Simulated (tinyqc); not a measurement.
A particle near a wafer in liquid: double-layer and van der Waals forces (DLVO), deposition barrier and removal: one step, computed by the program tinyqc. Command: `OMP_NUM_THREADS=1 python tinyqc.py 3112786 3112787 out.jsonl dlvo walk`. One thread of a shared host (Intel(R) Xeon(R) Processor @ 2.30GHz), about 0.01 s of CPU time with the checks.

Sphere and flat wall, Derjaguin approximation, constant potentials in the linear-superposition form, no retardation and no hydration force.

Task: Screening. kappa^2 = 2 z^2 e^2 N_A (1000 c)/(eps eps_0 k_B T); gamma_i = tanh(z e psi_i/(4 k_B T)); Z = 64 pi eps eps_0 (k_B T/(z e))^2 gamma_1 gamma_2.

Inputs (values chosen for the exercise, of the order of those for silica on copper in water): particle radius R = 200 nm; potential of the particle psi_1 = 20 mV; potential of the wafer psi_2 = -27 mV; salt concentration c = 0.053 mol/L; valence z of the symmetric salt = 1; temperature T = 343 K; dielectric constant of the liquid = 63.7.

Constants: e = 1.602176634e-19 C; N_A = 6.02214076e+23 1/mol; eps_0 = 8.8541878128e-12 F/m; k_B = 1.380649e-23 J/K; k_B = 8.617333262e-05 eV/K.

Give: kappa; Debye length; gamma_1; gamma_2; Z; kappa R.

Result:

kappa = 0.7833 1/nm

Debye length = 1.277 nm

gamma_1 = 0.1676

gamma_2 = -0.2245

Z = -3.727 pN

kappa R = 156.7

Opposite signs: the double layers attract.
